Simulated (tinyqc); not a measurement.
What moves the results: donors with valley-orbit split 1s states. A value that a table varies takes the place of the one given here.

Each donor binds at most one electron, in any of its states. For a site s, W_s = sum over its states of g exp(E/kT), and the ionised share is 1/(1 + W_s exp(eta)), eta = (EF - Ec)/kT; n = Nc F_1/2(eta); neutrality n + NA = ND x (mean ionised share); holes are neglected. Nc from N = 2 (m kB T/(4 pi c))^(3/2) with c = hbar^2/2m0, in 1/angstrom^3; times 1e24 for 1/cm^3, m = md. F_j(eta) = (1/Gamma(j + 1)) integral_0^infinity x^j dx/(1 + exp(x - eta)), which tends to exp(eta) for eta << 0.

Mobility (Caughey-Thomas form): mu = mu0 + (mu1 (T/300)^(-ga) - mu0)/(1 + ((ND + NA)/Nr)^de); rho = 1/(e n mu), e = 1.602176634e-19 C.

Constants: hbar^2/2m0 = 3.80998211 eV angstrom^2; kB = 8.617333262e-05 eV/K.

Values chosen for the exercise (near those of As in Si; shifted at random, so the results belong to these values and not to a real crystal):
- md = 1.057 m0 (density-of-states mass of the conduction band)
- E = (54.6, 34.2, 31.2) meV (binding energies of 1s(A1), 1s(T2), 1s(E))
- g = (2, 6, 4) (their degeneracies with spin)
- ND = 1.7e+17 1/cm^3 (donors)
- NA = 6e+16 1/cm^3 (compensating acceptors, all ionised)
- T = 300 K
- mu0 = 68 cm^2/(V s) (mobility at heavy doping)
- mu1 = 1384 cm^2/(V s) (mobility at light doping and 300 K)
- Nr = 1.1e+17 1/cm^3 (reference doping)
- de = 0.72 (doping exponent)
- ga = 2.3 (temperature exponent)

## What the excited states change

The last columns keep only the ground state of each site (g = 2).

Results:

| T (K) | effective degeneracy | eta | n (1/cm^3) | n, ground states only | ratio |
|---|---|---|---|---|---|
| 40 | 2.02 | -15.94 | 1.59e+11 | 1.61e+11 | 0.990 |
| 60 | 2.16 | -10.73 | 5.36e+13 | 5.79e+13 | 0.926 |
| 80 | 2.45 | -8.23 | 9.97e+14 | 1.21e+15 | 0.822 |
| 110 | 3.04 | -6.49 | 9.16e+15 | 1.27e+16 | 0.719 |
| 150 | 3.89 | -5.73 | 3.13e+16 | 4.43e+16 | 0.705 |
| 200 | 4.87 | -5.55 | 5.74e+16 | 7.65e+16 | 0.750 |
| 250 | 5.68 | -5.62 | 7.50e+16 | 9.28e+16 | 0.809 |
| 300 | 6.34 | -5.76 | 8.59e+16 | 1.00e+17 | 0.857 |
| 400 | 7.35 | -6.07 | 9.70e+16 | 1.06e+17 | 0.916 |
| 500 | 8.06 | -6.35 | 1.02e+17 | 1.08e+17 | 0.946 |

The effective degeneracy grows from 2.02 to 8.06. Excited states hold electrons back, so the ratio is never above 1; it is lowest, 0.705, at 150 K of those listed, and 0.857 at 300 K. At low T the excited states empty out, and at high T more donors are ionised (n is 93 % of ND - NA in the last row), so the effect is largest in between.

## Ionisation and resistivity against doping

NA = 0.

Results:

| ND (1/cm^3) | n (1/cm^3) | n/ND | mu (cm^2/(V s)) | rho (ohm cm) | rho at full ionisation |
|---|---|---|---|---|---|
| 1.0e+14 | 1.00e+14 | 1.000 | 1376 | 45.4 | 45.4 |
| 1.0e+15 | 9.98e+14 | 0.998 | 1341 | 4.66 | 4.65 |
| 1.0e+16 | 9.81e+15 | 0.981 | 1185 | 0.537 | 0.527 |
| 3.0e+16 | 2.84e+16 | 0.948 | 1013 | 0.217 | 0.205 |
| 1.0e+17 | 8.58e+16 | 0.858 | 749 | 0.0972 | 0.0834 |
| 3.0e+17 | 2.13e+17 | 0.709 | 498 | 0.0589 | 0.0418 |
| 1.0e+18 | 5.05e+17 | 0.505 | 291 | 0.0424 | 0.0214 |
| 2.0e+18 | 7.89e+17 | 0.395 | 213 | 0.0371 | 0.0146 |

From 1e16 to 1e18 1/cm^3 rho falls by a factor 12.6, not 100: the mobility takes a factor 4.07 and incomplete ionisation 1.94. n/ND is below 0.9 from 1e+17 1/cm^3 on. From a few times 1e18 1/cm^3 on, depending on the dopant, the levels merge with the band, and already below that screening lowers the binding energy, so the last rows understate n.

## Compensation sets the slope of the freeze-out

NA = K ND. The slope energy is -d ln(n T^(-p))/d(1/kT) between 30 and 36 K, with p = 3/4 for K = 0 and p = 3/2 otherwise.

Results:

| K | n(30 K) (1/cm^3) | n(36 K) (1/cm^3) | slope energy (meV) |
|---|---|---|---|
| 0 | 7.02e+12 | 4.67e+13 | 27.27 |
| 0.0010 | 2.89e+11 | 1.20e+13 | 53.51 |
| 0.010 | 2.87e+10 | 1.27e+12 | 54.53 |
| 0.050 | 5.50e+09 | 2.43e+11 | 54.54 |
| 0.20 | 1.16e+09 | 5.12e+10 | 54.54 |
| 0.50 | 2.90e+08 | 1.28e+10 | 54.54 |

Without acceptors the slope is 27.27 meV, against half the ground-state energy, 27.30; with K = 0.05 it is 54.54 meV, against the full 54.6. The full energy (less a few meV where excited levels lie within a few kT) shows where n is far below NA, since the acceptors then hold EF near the donor level: n(36 K)/NA is 0.07 for K = 0.001 and 2.9e-05 for K = 0.05.

## What moves the carrier density

All results formed anew. Each row changes one parameter from the base and keeps the others.

Results:

| case | eta | n (1/cm^3) | rho (ohm cm) |
|---|---|---|---|
| base | -5.759 | 8.588e+16 | 0.1309 |
| E = (59.6, 34.2, 31.2) meV | -5.772 | 8.478e+16 | 0.1326 |
| md = 1.163 m0 | -5.876 | 8.820e+16 | 0.1274 |
| ND = 3.4e+17 1/cm^3 | -4.968 | 1.892e+17 | 0.07491 |
| NA = 7.7e+16 1/cm^3 | -5.932 | 7.225e+16 | 0.1601 |
| T = 330 K | -5.852 | 9.031e+16 | 0.1521 |
| Nr = 2.2e+17 1/cm^3 | -5.759 | 8.588e+16 | 0.1016 |

The largest shifts from the base row, up to three for each result and ties (the steps differ in size, so this ranks the rows, not the parameters). eta: ND +0.791, NA -0.173, md -0.117; unchanged at the printed digits by Nr. n (1/cm^3): ND +1.03e+17, NA -1.36e+16, T +4.42e+15; unchanged at the printed digits by Nr. rho (ohm cm): ND -0.0560, Nr -0.0293, NA +0.0292.

Run: tinyqc, `OMP_NUM_THREADS=1 python tinyqc.py 1682497 1682498 out.jsonl`; Intel(R) Xeon(R) Processor @ 2.30GHz, one thread, shared host; about 0.01 s of CPU time with all checks.
